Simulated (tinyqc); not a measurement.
Numerical transform against the formula: Lorentz oscillators and the Kramers-Kronig relations.

eps(E) = 1 + sum_j S_j/(E0_j^2 - E^2 - i G_j E).

Kramers-Kronig: eps1(E) = 1 + (2/pi) P integral_0^infinity E1 eps2(E1)/(E1^2 - E^2) dE1. Maclaurin rule on the grid E_j = j h, j = 1 .. M: eps1(E_i) = 1 + (4 h/pi) sum over j with j - i odd of E_j eps2(E_j)/(E_j^2 - E_i^2); nothing is added above E_M.

Inputs chosen for the exercise (line positions loosely like those of Ge; Lorentz tails absorb below the gap, where the real solid is clear; not measured data): E0 = (2.25, 3.2, 4.39) eV (resonances); G = (0.47, 0.95, 0.71) eV (widths); S = (21.5, 35.2, 105.3) eV^2 (strengths); h = 0.4 eV (grid step); M = 36 (grid points E_j = j h).

Every third grid point is listed; the error is the transform minus the formula.

Dielectric function:
```
E (eV)    eps2  eps1 formula  eps1 transform   error
0.80     0.871        15.117          15.225   0.108
2.00    12.250        24.349          21.018  -3.331
3.20    15.449         8.135          10.411   2.275
4.40    35.355        -4.610          -4.131   0.479
5.60     3.061        -9.237         -10.115  -0.878
6.80     0.888        -4.250          -3.905   0.345
8.00     0.408        -2.322          -2.551  -0.229
9.20     0.229        -1.331          -1.202   0.129
10.40    0.144        -0.740          -0.859  -0.119
11.60    0.097        -0.355          -0.291   0.064
12.80    0.069        -0.088          -0.172  -0.084
14.00    0.051         0.105           0.130   0.025
```

What does the comparison show, and why?

The largest error listed is -3.331 at 2.00 eV. The rule samples every 2h = 0.8 eV and the narrowest line is 0.47 eV wide, so it is not resolved. The grid ends at 14.4 eV, where eps2 is still 0.046; the error at the last point listed, nearest the missing tail, is +0.025.

Computed by tinyqc, a small Python program: `OMP_NUM_THREADS=1 python tinyqc.py 1681427 1681428 out.jsonl` (the numbers bound the seed that draws the inputs); one thread of a shared host (Intel(R) Xeon(R) Processor @ 2.30GHz), about 0.2 s for the whole set of steps.
